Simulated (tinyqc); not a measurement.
## Deep-level transient spectroscopy: the DLTS spectrum

Schottky contact on an n-type layer with shallow donors Nd (all ionised) and a donor-like deep trap, neutral when filled and positive when empty; depletion approximation. Traps within lam of the depletion edge stay filled. A long pulse to Vp fills the traps beyond x1 = Wp - lam; back at Vr those between x1 and x2 = Wr - lam emit. A rate window reads S = C(t2) - C(t1).

Emission rate en = sn vth(T) Nc(T) exp(-Et/kB T) = sn g T^2 exp(-Et/kB T), g = vth Nc/(300 K)^2, as vth goes as T^0.5 and Nc as T^1.5 (degeneracy factor 1). lam = sqrt(2 eps0 eps_r (EF - ET)/(q Nd)), EF - ET = Et - (kB T/q) ln(Nc(T)/Nd), Nc(T) = Nc (T/300 K)^1.5. In the steady state at the band bending V, 2 eps0 eps_r V/q = Nd W^2 + Nt (W - lam)^2 (the second term only if W > lam). W(t)^2 = Wr^2 + (Nt/Nd)(x2^2 - x1^2) exp(-en t), C = eps0 eps_r/W; for small Nt, dC/C = -(Nt/2 Nd) G exp(-en t) with G = (x2^2 - x1^2)/Wr^2. For an exponential transient S peaks where en = ew = ln(t2/t1)/(t2 - t1).

Inputs (values chosen for the exercise); material values close to those of indium phosphide:
- eps_r = 12.5 (relative permittivity)
- Nc = 5.59e17 cm^-3 (conduction-band density of states at 300 K)
- vth = 4.1e7 cm/s (thermal velocity at 300 K)
- Nd = 1.2e16 cm^-3 (shallow donor density)
- Vbi = 0.77 V (built-in voltage)
- Et = 0.14 eV (depth of the trap below the conduction edge)
- sn = 1.1e-17 cm^2 (capture cross-section)
- Nt = 9.8e13 cm^-3 (trap density)
- Vr = 7.8 V (reverse bias)
- Vp = 0 V (reverse bias during the filling pulse)
- t1 = 5 ms (first sampling time)
- t2 = 12.5 ms (second sampling time)

Constants: q = 1.602176634e-19 C, kB = 1.380649e-23 J/K, eps0 = 8.8541878128e-14 F/cm where lengths are in cm. Results are converted to the units shown.

Result of one run:

| T (K) | en (1/s) | S (pF/cm^2) |
|---|---|---|
| 131 | 197.6 | 9.832 |

What becomes of these results when the temperature of the transient T is changed from 131 to 140 K, all else the same?

Result of the changed run:

| T (K) | en (1/s) | S (pF/cm^2) |
|---|---|---|
| 140 | 501.0 | 2.739 |

The whole series:

| T (K) | en (1/s) | S (pF/cm^2) |
|---|---|---|
| 106 | 6.945 | 1.651 |
| 111 | 15.19 | 3.368 |
| 115 | 27.12 | 5.436 |
| 119 | 46.70 | 7.931 |
| 123 | 77.77 | 10.18 |
| 127 | 125.7 | 11.10 |
| 131 | 197.6 | 9.832 |
| 136 | 336.1 | 5.872 |
| 140 | 501.0 | 2.739 |
| 144 | 731.6 | 0.8832 |
| 148 | 1048 | 0.1822 |
| 152 | 1476 | 0.02150 |

S goes from 1.65 through a maximum of 11.1 (at T = 127 K among the rows listed) to 0.0215 pF/cm^2; en equals ew = 122 1/s at 126.8 K. Colder, the trap has hardly emitted by t2; warmer, it is empty before t1. Rows above half of the largest S span 119 to 136 K. In 1 of the 12 rows T is below 110 K, where shallow donors begin to freeze out; the model keeps them ionised.

Program tinyqc, `OMP_NUM_THREADS=1 python tinyqc.py 2050043 2050044 out.jsonl`; Intel Xeon 2.30GHz, shared host, one thread, about 0.01 s.
